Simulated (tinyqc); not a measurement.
Worked calculation: band offset from the macroscopic average of a supercell potential. Values are carried at full precision from step to step, so a last printed digit may differ when a step is redone from the rounded ones.

A model of the planar-averaged electrostatic energy of an electron in a periodic cell of N1 periods of A (L1 = N1 n1 h) and N2 periods of B (L2 = N2 n2 h), on z_j = j h: V(z) = f VA + (1 - f) VB + F t(z), VA = V1[0] + V1[1] cos(2 pi z/(n1 h)) + V1[2] cos(4 pi z/(n1 h)), VB the same with V2, n2 and z - L1. f = [tanh(z/w) - tanh((z - L1)/w) + tanh((z - L1 - L2)/w)]/2 + 1/2; t(z) = z - L1/2 in A and (L1/L2)(L1 + L2/2 - z) beyond, so that the cell is periodic.

Constants: e^2/(4 pi eps0) = 14.39964547 eV angstrom.

Values chosen for the exercise (gaps near those of GaAs and Ge; the results hold for these values, not for the real material): h = 0.35 angstrom (grid step); n1 = 6 (grid points per period of A); n2 = 6 (grid points per period of B); N1 = 5 (periods of A); N2 = 4 (periods of B); V1 = (-8.47, 1.49, -0.44) eV (mean and two harmonics of the potential in A); V2 = (-8.79, 1.09, 0.02) eV (the same in B); w = 0.39 angstrom (width of the interfaces); F = 0 eV/angstrom (slope in A from opposite charges on the two interfaces); Ev1 = 6.7 eV (valence top of bulk A above its mean potential); Eg1 = (0.52, 1.51) eV (gap of A: semi-local value, corrected value); fv1 = 0.74 (share of the correction that lowers the valence top of A); Ev2 = 7.12 eV (valence top of bulk B above its mean potential); Eg2 = (0.1, 0.76) eV (gap of B: semi-local value, corrected value); fv2 = 0.4 (the same share for B); eps = 9.3 (dielectric constant at the interface).

## The planar average

Evaluate V on the grid, j = 0, 1, ...

V(z_j) (eV): -7.550  -7.612  -9.004  -10.398  -8.995  -7.505  -7.420  -7.505  -8.995  -10.400  -8.995  -7.505  -7.420  -7.505  -8.995  -10.400  -8.995  -7.505  -7.420  -7.505  -8.995  -10.400  -8.995  -7.505  -7.420  -7.505  -8.995  -10.398  -9.004  -7.612  -7.550  -8.148  -9.336  -9.862  -9.345  -8.255  -7.680  -8.255  -9.345  -9.860  -9.345  -8.255  -7.680  -8.255  -9.345  -9.860  -9.345  -8.255  -7.680  -8.255  -9.345  -9.862  -9.336  -8.148

## Running means

Running mean over n points, periodic: for odd n the plain mean of the n points centred on j; for even n the n + 1 points with half weight at both ends. The macroscopic average applies the mean over n1 points and then over n2 points.

Apply the first mean, then the second.

after the mean over n1 points (eV): -8.630  -8.646  -8.564  -8.500  -8.480  -8.470  -8.470  -8.470  -8.470  -8.470  -8.470  -8.470  -8.470  -8.470  -8.470  -8.470  -8.470  -8.470  -8.470  -8.470  -8.470  -8.470  -8.470  -8.470  -8.470  -8.470  -8.480  -8.500  -8.564  -8.646  -8.630  -8.614  -8.696  -8.760  -8.780  -8.790  -8.790  -8.790  -8.790  -8.790  -8.790  -8.790  -8.790  -8.790  -8.790  -8.790  -8.790  -8.790  -8.790  -8.790  -8.780  -8.760  -8.696  -8.614

macroscopic average (eV): -8.630  -8.590  -8.560  -8.535  -8.507  -8.485  -8.474  -8.471  -8.470  -8.470  -8.470  -8.470  -8.470  -8.470  -8.470  -8.470  -8.470  -8.470  -8.470  -8.470  -8.470  -8.470  -8.470  -8.471  -8.474  -8.485  -8.507  -8.535  -8.560  -8.590  -8.630  -8.670  -8.700  -8.725  -8.753  -8.775  -8.786  -8.789  -8.790  -8.790  -8.790  -8.790  -8.790  -8.790  -8.790  -8.790  -8.790  -8.789  -8.786  -8.775  -8.753  -8.725  -8.700  -8.670

Around the middle of B the first mean varies by 0 meV over five points and the second by 0 meV.

## The potential line-up

Read the macroscopic average in the middle of each region, j = 15 and j = 42, and its slope in A by a central difference over two points each way.

plateau in A = -8.470 eV
plateau in B = -8.790 eV
dV = B - A = -0.320 eV
slope in A = 0.000 eV/angstrom

The plateaus are flat, so the line-up is well defined.

## Band offsets

dEv = Ev(A) - Ev(B) = Ev1 - (dV + Ev2); dEc = Ec(B) - Ec(A) = Eg2 - Eg1 - dEv. The correction of a gap, c = Eg[1] - Eg[0], lowers the valence top by fv c and leaves dV, a ground-state quantity, as it is. Type I: dEv and dEc of one sign; II: opposite signs; III: no overlap of the gaps.

Give the offsets with semi-local and with corrected band edges.

dEv, dEc, semi-local (eV): -0.100  -0.320

lowering of the valence tops of A and B (eV): 0.733  0.264

dEv, dEc, corrected (eV): -0.569  -0.181

The correction moves dEv by -0.47 eV and dEc by +0.14 eV; the type stays I.

## The dipole behind the step

A step dV of the mean electron energy from A to B across an interface equals 4 pi (e^2/4 pi eps0) times a dipole per area p (in e angstrom per angstrom^2). For a change of 0.1 eV in dV, give the charge per area moved over 2 angstrom in a medium of dielectric constant eps: sigma = 0.1 eps/(4 pi (e^2/4 pi eps0) 2). 1 angstrom^-2 = 1e16 cm^-2.

|p| = 0.00177 e/angstrom
sigma = 2.57e+13 e/cm^2

With about 7e14 atoms per cm^2 in a plane (as on a silicon (100) face), 3.7 % of an electron per atom shifts the line-up by 0.1 eV.

## Checks

- Line-up in a cell of 14 + 14 periods without slope against V2[0] - V1[0] (eV): both -0.3200.

(tinyqc, `OMP_NUM_THREADS=1 python tinyqc.py 1851020 1851021 out.jsonl`, Intel(R) Xeon(R) Processor @ 2.30GHz, 1 thread, shared host, about 0.01 s.)
